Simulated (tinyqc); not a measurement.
Worked calculation: equilibrium and kinetic segregation of a solute to boundaries and growing surfaces. Computed by tinyqc, a small Python program that keeps every step. Command: `OMP_NUM_THREADS=1 python tinyqc.py 3005115 3005116 out.jsonl segreg walk`. One thread of a shared host (Intel(R) Xeon(R) Processor @ 2.30GHz), about 0.01 s of CPU time with the checks. Intermediate numbers are printed to about 5 digits and carried at full precision; extremes and crossings named in words are read from the listed rows.

Inputs (values chosen for the exercise, modelled on phosphorus in polycrystalline silicon): segregation energy Q = 0.427 eV; interaction z w (positive attracts) = -0.16 eV; total solute fraction x0 = 0.018; temperature T = 1325 K; grain size d = 430 nm; boundary thickness delta = 0.33 nm; atomic volume Omega = 20.02 angstrom^3; clean boundary energy gamma_0 = 0.73 J/m^2; bulk diffusivity D = 1.2e-18 m^2/s; anneal time t = 120 s; exchange barrier E_b = 1.62 eV; surface segregation energy E_s = 0.2 eV; growth temperature T_g = 690 K; growth rate = 0.18 monolayers/s; mixing = 0.3.

Isotherm: Fowler-Guggenheim.

Constants: k_B = 8.617333262e-05 eV/K; 1 eV/angstrom^2 = 16.02176634 J/m^2.

## Coverage for very large grains, by iteration

With theta the solute fraction on boundary sites and x that in the grains, theta/(1 - theta) = [x/(1 - x)] exp[(Q + z w theta)/(k_B T)]. The coverage theta_inf is that for x = x0. Start at theta = 0; theta(new) = theta + mixing (theta(out) - theta); stop below 1e-10, 80 steps at most.

Iteration:
```
step  theta in  theta out    out - in
1      0.00000    0.43549  4.3549e-01
2      0.13065    0.39113  2.6048e-01
3      0.20879    0.36538  1.5659e-01
4      0.25577    0.35026  9.4489e-02
5      0.28411    0.34127  5.7157e-02
6      0.30126    0.33589  3.4629e-02
...        ...        ...         ...
41     0.32768    0.32768  9.0986e-10
42     0.32768    0.32768  5.5264e-10
43     0.32768    0.32768  3.3566e-10
44     0.32768    0.32768  2.0388e-10
45     0.32768    0.32768  1.2383e-10
46     0.32768    0.32768  7.5214e-11
```

coverage theta_inf = 0.32768

last residual = 7.5214e-11

Converged; without interaction theta would be 0.4355.

## Depletion of small grains

Finite grains: boundary sites are the fraction f = 3 delta/d, and x0 = (1 - f) x + f theta; solve both equations for theta; share at boundaries = f theta/x0.

site fraction f = 0.0023023

coverage theta = 0.32092

fraction x left in the grains = 0.017301

share of solute at boundaries = 4.1048 %

enrichment theta/x = 18.549

4 % of the solute sits at boundaries; for a dopant that share is electrically lost.

## Boundary energy

Gibbs adsorption for this isotherm in a dilute matrix: gamma = gamma_0 + Gam_0 [k_B T ln(1 - theta) + z w theta^2/2], Gam_0 = delta/Omega sites per area.

Gam_0 = 16.484 1/nm^2

boundary energy gamma = 0.59154 J/m^2

Segregation lowers gamma by 19 %, and the driving force of grain growth with it. Caution: so much solute in the grains may exceed the solubility and is no longer dilute.

## How fast the boundary fills

McLean kinetics from a uniform start, fed from both sides, with a constant enrichment beta = theta_inf/x0: (theta - x0)/(theta_inf - x0) = 1 - exp(s^2) erfc(s), s = 2 sqrt(D t)/(beta delta); half filling at s = 0.7691, t = (0.7691 beta delta/2)^2/D. D is an input and does not follow T.

s = 3.9950

degree of filling = 0.86284

time to half filling = 4.4475 s

diffusion length sqrt(D t) = 12 nm

## Segregation at a growing surface

Two-state exchange during growth, dilute: jump up r_u = nu exp(-E_b/(k_B T_g)), jump back r_d = r_u exp(-E_s/(k_B T_g)), nu = 1e13 1/s. In the time 1/R of one monolayer the share carried up is p = [r_u/(r_u + r_d)] [1 - exp(-(r_u + r_d)/R)]; the tail decays as p^n, length -1/ln p monolayers; the equilibrium limit has p = r_u/(r_u + r_d).

r_u = 14.705 1/s

r_d = 0.50895 1/s

share carried up p = 0.96655

decay length = 29.391 monolayers

Exchange is fast against growth: the equilibrium regime, where heating shortens the tail.

## Tail length against growth temperature

The formulas are those given above.

Exchange model:
```
T_g (K)       r_u/R        p  length (monolayers)  equilibrium limit
511      5.8526e-03  0.00584                0.194             94.367
546      6.1878e-02  0.05998                0.355             70.656
576      3.7184e-01  0.30957                0.853             56.723
606      1.8709e+00  0.83404                5.510             46.555
630      6.0996e+00  0.97361               37.398             40.302
653      1.7448e+01  0.97219               35.458             35.458
689      7.8529e+01  0.96671               29.532             29.532
743      5.7049e+02  0.95786               23.227             23.227
832      8.5447e+03  0.94211               16.769             16.769
```

The length peaks among these rows at 630 K with 37.4 monolayers. Below, exchange freezes (r_u/R = 0.0059 in the first row); above, the length follows the equilibrium limit, about exp(E_s/(k_B T)), down to 16.8.

## Coverage against grain size

The formulas are those given above.

At T:
```
d (nm)    theta  x in the grains  share at boundaries (%)
15      0.17908         0.006618                   65.662
30      0.24029         0.010414                   44.053
60      0.28107         0.013586                   25.765
120     0.30380         0.015623                   13.924
250     0.31610         0.016815                    6.954
500     0.32187         0.017397                    3.541
1000    0.32477         0.017696                    1.786
5000    0.32710         0.017939                    0.360
```

From the largest grains to the smallest the share at boundaries rises from 0.36 to 66 %, and x/x0 falls to 0.37. In the dilute limit x/x0 = 1/(1 - f + f exp(Q/(k_B T))), which gives 0.27 at 15 nm.

Checks made by the program: mass balance (relative difference below 1e-10).
